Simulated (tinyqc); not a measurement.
p-type polysilicon, carrier trapping at grain boundaries: two steps of the calculation.

One-dimensional grains of size Lg, uniform ionised doping N, monovalent traps Qt at each boundary at a depth Et below (for electrons) or above (for holes) the band edge there, abrupt depletion of width W on each side of a boundary, Boltzmann statistics. xi is the distance from the band edge at the grain centre to the Fermi level. Trapped charge Qt/(1 + exp((xi + VB - Et)/Vt)) = 2 N W, barrier VB = q N W^2/(2 eps0 eps_r).

Inputs (values chosen for the exercise); values of the order met in polycrystalline silicon:
- T = 300 K (temperature)
- eps_r = 11.7 (relative permittivity)
- NB = 2.65e19 cm^-3 (valence-band density of states at T)
- Lg = 150 nm (grain size)
- Qt = 6.9e11 cm^-2 (trap density of a grain boundary)
- Et = 0.35 eV (depth of the trap level from the majority band edge at the boundary)
- N = 1.4e17 cm^-3 (doping)

Constants: q = 1.602176634e-19 C, kB = 1.380649e-23 J/K, Vt = kB T/q, eps0 = 8.8541878128e-14 F/cm where lengths are in cm. Results are converted to the units shown.

Task 1. New W. Partly depleted grain, xi = Vt ln(NB/N): f = 1/(1 + exp((xi + VB - Et)/Vt)), g = Qt f - 2 N W, g' = -2 Qt f (1 - f) VB/(W Vt) - 2 N, W(new) = W - g/g'.

W at the start = 15 nm

Give: VB; f; g; g'; W after iteration 1.

Result 1.

VB = 0.02436 V
f = 0.9994
g = 2.696e11 cm^-2
g' = -2.806e10 cm^-2/nm
W after iteration 1 = 24.61 nm

Task 2. Depletion width, Fermi level and barrier. If the trap equation with xi = Vt ln(NB/N) has a root W < Lg/2, the grain is partly depleted; otherwise W = Lg/2 and the trap equation gives xi = Et - VB + Vt ln(Qt/(N Lg) - 1). N* = Qt/Lg.

Find: N*; W; xi; VB; share of traps filled.

Result 2.

N* = 4.6000e16 cm^-3
W = 24.566 nm
xi = 0.13555 V
VB = 0.065335 V
share of traps filled = 0.99688

N is 3.04 N*, and the grain is partly depleted; VB = 2.53 Vt.

Computed by the program tinyqc: `OMP_NUM_THREADS=1 python tinyqc.py 2830311 2830312 out.jsonl`, one thread of a shared Intel Xeon 2.30GHz, about 0.01 s for the whole run.
